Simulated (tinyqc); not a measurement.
Two regimes over temperature: microkinetic model of low-temperature epitaxy from hydride gases: adsorption, hydrogen desorption and rate control. Computed by tinyqc, a small Python program. Command: `OMP_NUM_THREADS=1 python tinyqc.py 3017467 3017468 out.jsonl hepi walk`. One thread of a shared host (Intel(R) Xeon(R) Processor @ 2.30GHz), about 0.01 s of CPU time with the checks.

Each hydride molecule needs two free sites and leaves four hydrogen atoms, of which two leave at once as H2; theta is the hydrogen coverage, the site density is 6.78 per nm^2 and one layer is 1.358 angstrom thick.

Inputs (values chosen for the exercise, close to those used for silane and germane on Si(001)):
```
quantity,value,unit
silane pressure p_S,0.26,Pa
sticking prefactor of silane s0,0.049,-
adsorption barrier E_s,0.22,eV
desorption prefactor nu_d,5.9e+11,1/s
desorption energy on silicon E_d,2.18,eV
hydrogen carrier pressure p_H,0,Pa
sticking of hydrogen s_H,6.1e-08,-
germane pressure p_G,0.007,Pa
sticking ratio of germane to silane r_G,3.3,-
"lowering of E_d per unit germanium fraction, dE",0.45,eV
```

Film: silicon-germanium. Order of hydrogen desorption: first.

Constants: k_B = 8.617333262e-05 eV/K; u = 1.6605390666e-27 kg; k_B = 1.380649e-23 J/K.

Method:
- Flux per site F = p/(sqrt(2 pi M k_B T) x 6.78e18 per m^2), M = 32.12 u (silane), 76.63 u (germane), 2.016 u (hydrogen); s = s0 exp(-E_s/(k_B T)); k_S = s F_S, k_G = r_G s F_G; germanium fraction x = k_G/(k_S + k_G); k = k_S + k_G; k_H = s_H F_H; k_d = nu_d exp(-(E_d - dE x)/(k_B T)).
- With k the hydride and k_H the hydrogen adsorption rate on free pairs and k_d the desorption rate, steady state: 2 (k + k_H)(1 - theta)^2 = k_d theta; growth rate R = k (1 - theta)^2 layers/s; 1 layer/s = 8.148 nm/min.
- Temperatures in kelvin are T(C) + 273.15.
- Limits: desorption-limited R = k_d k/(2 (k + k_H)), adsorption-limited R = k.

Growth:
```
T (C),theta,G (nm/min),desorption limit (nm/min),adsorption limit (nm/min)
400,0.99484,1.7399e-04,1.7489e-04,6.538
450,0.98345,2.2457e-03,2.2835e-03,8.200
500,0.95473,2.0416e-02,2.1384e-02,9.964
550,0.89257,1.3621e-01,1.5261e-01,11.801
600,0.77771,6.7626e-01,8.6956e-01,13.686
650,0.60198,2.4703e+00,4.1036e+00,15.594
700,0.39198,6.4721e+00,1.6511e+01,17.507
750,0.20928,1.2135e+01,5.7984e+01,19.409
800,0.09604,1.7395e+01,1.8113e+02,21.288
850,0.04156,2.1250e+01,5.1127e+02,23.133
```

What follows from these numbers?

The apparent activation energy of G is 2.15 eV between the first rows and 0.42 eV between the last; full hydrogen cover gives a value near the desorption energy (plus E_s where k_H far exceeds k), a bare surface one near E_s less k_B T/2 from the flux. The coverage passes one half between 650 and 700 C, the knee of the Arrhenius plot.

Extremes, crossings and ranges named in words are read from the listed rows.
